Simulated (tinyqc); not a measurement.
Inside a calculation. Model: conduction-band offset of an n-N heterojunction from carrier-profile moments.

Program tinyqc, `OMP_NUM_THREADS=1 python tinyqc.py 2410012 2410013 out.jsonl`; Intel Xeon 2.30GHz, shared host, one thread, about 0.06 s. Printed values are rounded.

Layer 1 (x < 0) accumulates electrons and layer 2 (x > 0) is depleted. Boltzmann statistics. The bands bend down by V1 in layer 1 and up by V2 in layer 2, with V1 + V2 = VD = dE + Vt ln[(N2/Nc2)/(N1/Nc1)].

Inputs (values chosen for the exercise); values of the order of III-V alloys:
- T = 300 K (temperature)
- eps_r = 12.6 (relative permittivity of both layers)
- Nc1 = 7.5e17 cm^-3 (density of states of the narrow-gap layer 1)
- Nc2 = 1.1e18 cm^-3 (density of states of the wide-gap layer 2)
- dE = 0.18 eV (conduction-band offset)
- N1 = 3.1e16 cm^-3 (donor density in layer 1)
- N2 = 2.2e16 cm^-3 (donor density in layer 2)
- si = 4.2e10 cm^-2 (fixed charge at the interface)

Constants: q = 1.602176634e-19 C, kB = 1.380649e-23 J/K, Vt = kB T/q, eps0 = 8.8541878128e-14 F/cm where lengths are in cm. Results are converted to the units shown.

## Division of the diffusion potential

Sheet densities from the first integral: Q1 = sqrt((2 eps0 eps_r Vt N1/q)(exp(u1) - u1 - 1)) extra electrons, Q2 = sqrt((2 eps0 eps_r Vt N2/q)(exp(-u2) + u2 - 1)) missing ones, u = V/Vt; neutrality Q1 = Q2 + si. Q1 - Q2 rises steadily with V1, so V1 follows by bisection.

VD = 0.161233 V
V1 = 0.0490219 V
V2 = 0.112211 V
Q1 = 2.04979e11 cm^-2
n at x = 0- = 2.06487e17 cm^-3
n at x = 0+ = 2.86654e14 cm^-3

n drops across the interface by 720 = (Nc1/Nc2) exp(dE/Vt).

## Electron profile

-x, left point 0 to 9 (nm): 0  0.557  3.38  9.7  20.5  36.6  58.8  87.8  124  169
x, right point 0 to 9 (nm): 0  15.8  38.8  65.8  95.6  128  162  198  235  274

Integrate the field q Q(V)/(eps0 eps_r) away from the interface on each side; n = N exp(+/- V/Vt).

n in layer 1, left point 0 to 9 (cm^-3): 2.06487e17  1.94084e17  1.47502e17  9.45552e16  6.00170e16  4.26921e16  3.50668e16  3.21514e16  3.12515e16  3.10387e16
n in layer 2, right point 0 to 9 (cm^-3): 2.86654e14  1.03225e15  3.99577e15  1.01428e16  1.63662e16  1.99365e16  2.13424e16  2.18105e16  2.19478e16  2.19866e16

## Offset from the moments

A C-V profile smears n(x) but keeps its zeroth and first moments: si = -int (N - n) dx, VD = (q/(eps0 eps_r)) int (N - n) x dx, dE = VD - Vt ln[(N2/Nc2)/(N1/Nc1)]. Use the trapezoidal rule on each side.

si = 5.26954e10 cm^-2
VD = 0.160072 V
dE = 0.178839 eV

On these few points dE comes out -1.2 meV from the true 0.18 eV, and si misses by 1.1e10 cm^-2, 5.2 % of Q1.
